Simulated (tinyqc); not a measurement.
Inside a calculation. Model: Cahn-Hilliard equation on a periodic one-dimensional grid. Computed by tinyqc, a small Python program that keeps every step. Command: `OMP_NUM_THREADS=1 python tinyqc.py 3016231 3016232 out.jsonl cahn walk`. One thread of a shared host (Intel(R) Xeon(R) Processor @ 2.30GHz), about 0.1 s of CPU time with the checks. Intermediate numbers are printed to about 6 digits and carried at full precision; extremes and crossings named in words are read from the listed rows.

Free energy F = h sum_j [A (c_j^2 - 1)^2/4 + (kappa/2) ((c_(j+1) - c_j)/h)^2]; dc/dt = Lap(mu), mu = A (c^3 - c) - kappa Lap(c), Lap(y)_j = (y_(j+1) - 2 y_j + y_(j-1))/h^2, mobility 1; the grid has n = 16 points.

Inputs (values chosen for the exercise, in reduced units): spacing h = 0.93; well depth A = 1.3; gradient coefficient kappa = 0.63; mean composition c0 = 0.18; noise amplitude = 0.02; time step dt = 0.044; end time = 100.

Scheme: explicit Euler.

## Linear stability

f'' = A (3 c0^2 - 1). Mode m has lambda_m = (4/h^2) sin^2(pi m/n) and the rate w_m = -lambda_m (f'' + kappa lambda_m). In the continuum the fastest wavelength is 2 pi sqrt(2 kappa/|f''|) with the rate f''^2/(4 kappa). Explicit steps near c = +-1, where f'' = 2A, are stable for dt < 2/(16 kappa/h^4 + 8 A/h^2).

f'' = -1.17364

Modes of the grid:
```
m  lambda_m       w_m
1   0.17602   0.18707
2   0.67729   0.50590
3   1.42749   0.39159
4   2.31241  -0.65482
5   3.19733  -2.68791
6   3.94752  -5.18428
7   4.44879  -7.24752
8   4.62481  -8.04713
```

fastest wavelength = 6.51025

largest rate = 0.546600

explicit limit of dt = 0.0784329

3 mode(s) grow; the fastest on the grid is m = 2, while the box holds 2.29 fastest wavelengths. dt is 0.56 of the explicit limit.

## The first step

random numbers: [-0.954, -0.723, 0.030, -0.728, -0.500, 0.287, 0.918, -0.243, 0.679, -0.707, -0.534, 0.094, -0.961, 0.053, 0.706, 0.433]

Start: c_j = c0 + amplitude x (z_j - mean of z). c(new) = c + dt Lap(mu).

c at the start: [0.163607, 0.168228, 0.183287, 0.168128, 0.172687, 0.188427, 0.201047, 0.177827, 0.196268, 0.168547, 0.172008, 0.184567, 0.163467, 0.183748, 0.196807, 0.191348]

mu at the start: [-0.230568, -0.220111, -0.208257, -0.226752, -0.225943, -0.233986, -0.224691, -0.254211, -0.211696, -0.235599, -0.223622, -0.207246, -0.236971, -0.225548, -0.232450, -0.223415]

c after one step: [0.164503, 0.168299, 0.181744, 0.169110, 0.172237, 0.189310, 0.199073, 0.181492, 0.192889, 0.170373, 0.172231, 0.182222, 0.165561, 0.182815, 0.197618, 0.190524]

F at the start = 4.52799

F after one step = 4.52775

## The run

Run to the end time; break off if |c| exceeds 3 or F has risen by more than 1e-9 in more than 30 steps. Domains = stretches with c > c0.

Course:
```
step        t        F      min c     max c  domains
0       0.000  4.52799   0.163467  0.201047        5
45      1.980  4.52562   0.153797  0.208444        2
114     5.016  4.48640   0.051436  0.300488        2
227     9.988  3.31821  -0.713842  0.829914        2
341    15.004  3.21986  -0.838275  0.936301        2
455    20.020  3.21754  -0.839531  0.935920        2
682    30.008  3.21676  -0.839047  0.934373        2
909    39.996  3.21669  -0.838713  0.933467        2
1250   55.000  3.21666  -0.838390  0.932757        2
1591   70.004  3.21666  -0.838153  0.932432        2
1932   85.008  3.21666  -0.837977  0.932282        2
2273  100.012  3.21666  -0.837847  0.932212        2
```

c at the end: [0.406571, -0.587090, -0.837847, -0.586751, 0.407193, 0.851048, 0.932212, 0.851500, 0.408947, -0.585440, -0.837127, -0.585771, 0.408342, 0.851288, 0.932094, 0.850832]

F at the end = 3.21666

steps in which F rose = 0

F never rises by more than 1e-9 in a step. The count of domains goes from 5 in the noise to 2 at the end, and c spans -0.838 to 0.932.

## Interfaces

Continuum wall between c = -1 and +1: c = tanh(x/w), w = sqrt(2 kappa/A), energy s = (2/3) sqrt(2 kappa A). With two walls per domain, the estimate of F at the end is 2 x domains x s. Volume fraction of the +1 phase by the lever rule: (1 + c0)/2.

wall half width w = 0.984495

wall energy s = 0.853229

estimate of F = 3.41292

volume fraction = 0.59

w/h = 1.05860

The run ends at F = 3.2167, 0.94 of the estimate: close to it, but the extremes of c are -0.838 and 0.932.

Checks made by the program: conservation of the mean (relative difference below 1e-10).
